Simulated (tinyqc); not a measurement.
Keating valence-force model of a tetrahedral crystal: one step, computed by the program tinyqc. Command: `OMP_NUM_THREADS=1 python tinyqc.py 3016159 3016160 out.jsonl keating walk`. One thread of a shared host (Intel(R) Xeon(R) Processor @ 2.30GHz), about 0.02 s of CPU time with the checks.

Atom A sits at 0 and atom B at a/4 (1,1,1) of an fcc lattice; the four bonds from A are t = a/4 (1,1,1), a/4 (1,-1,-1), a/4 (-1,1,-1), a/4 (-1,-1,1), of length d = sqrt(3) a/4. Energy: E = (3 alpha/(8 d^2)) sum over bonds (r.r - d^2)^2 + (3 beta/(8 d^2)) sum over pairs of bonds at one atom (r_i.r_j + d^2/3)^2, with beta_A for the six pairs at A and beta_B for the six at B. The cell holds two atoms, Omega = a^3/4. 1 N/m = 1 J/m^2. With constants fitted to the elastic moduli this model puts optical and zone-boundary frequencies of real crystals too high, by up to about 20 % in elemental crystals and up to about 50 % in compounds, and mostly by more for TA modes; in compounds the lattice part of the static dielectric constant then comes out too low.

Task: LO-TO splitting. The long-range field adds 4 pi Z*^2 (e^2/(4 pi eps_0))/(eps_inf Omega mu) to lambda for the longitudinal mode at q -> 0; lambda = (nu/15.6333042 THz)^2; eps_0 = eps_inf (nu_LO/nu_TO)^2 (Lyddane-Sachs-Teller; here eps_0 is the static dielectric constant).

Inputs (values chosen for the exercise, modelled on aluminium arsenide): lattice constant a = 5.661 angstrom; Born charge Z* = 2.28 e; eps_inf = 8.19.

Structure: zinc blende.

nu_TO at G = 12.76462 THz

reduced mass mu = 19.83652 u

Constants: nu for 1 eV/(angstrom^2 u) = 15.6333042 THz; e^2/(4 pi eps_0) = 14.39964548 eV angstrom.

Give: nu_LO at G; static dielectric constant.

Result:

nu_LO at G = 13.933 THz

static dielectric constant = 9.7583

The splitting is 9.2 % of nu_TO, and the lattice adds 1.57 to the dielectric constant.
